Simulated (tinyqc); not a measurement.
Gated two-dimensional channel with two bands, quantum capacitance: one step of the calculation.

phi is the Fermi level above the lowest band edge, in volts; Vg is counted from the gate voltage at which an empty channel would have phi = 0. The channel has no thickness; trap charge is -q Dit phi.

Task. New phi. D1 = gv md m0 q/(pi hbar^2), D2 = g2 m2 m0 q/(pi hbar^2) per eV; n1 = D1 Vt ln(1 + exp(phi/Vt)), n2 = D2 Vt ln(1 + exp((phi - E2)/Vt)), n = n1 + n2; Cq = q dn/dphi = q [D1/(1 + exp(-phi/Vt)) + D2/(1 + exp((E2 - phi)/Vt))]. Newton: f = phi + q (n + Dit phi)/Cox - Vg, phi(new) = phi - f/(1 + (Cq + q Dit)/Cox).

Inputs (values chosen for the exercise); lowest band close to that of monolayer WS2:
- T = 300 K (temperature)
- md = 0.313 m0 (in-plane mass)
- gv = 2 (valley degeneracy)
- m2 = 0.7 m0 (in-plane mass of a second band, chosen freely)
- g2 = 2 (valley degeneracy of that band, chosen freely)
- E2 = 0.33 eV (second band edge above the first)
- Dit = 0 cm^-2 eV^-1 (density of traps)
- Vg = 0.8 V (gate voltage)

Constants: q = 1.602176634e-19 C, kB = 1.380649e-23 J/K, hbar = 1.054571817e-34 J s, m0 = 9.1093837015e-31 kg, Vt = kB T/q. Results are converted to the units shown.

phi after iteration 1 = 0.23966885 V
Cox = 2.8151777 uF/cm^2

Give: n1; n2; Cq; f; phi after iteration 2.

Result.

n1 = 6.267e13 cm^-2
n2 = 4.524e11 cm^-2
Cq = 44.66 uF/cm^2
f = 3.032 V
phi after iteration 2 = 0.05984 V

Numbers from tinyqc (`OMP_NUM_THREADS=1 python tinyqc.py 2200055 2200056 out.jsonl`; about 0.01 s on one thread of a shared Intel Xeon 2.30GHz).
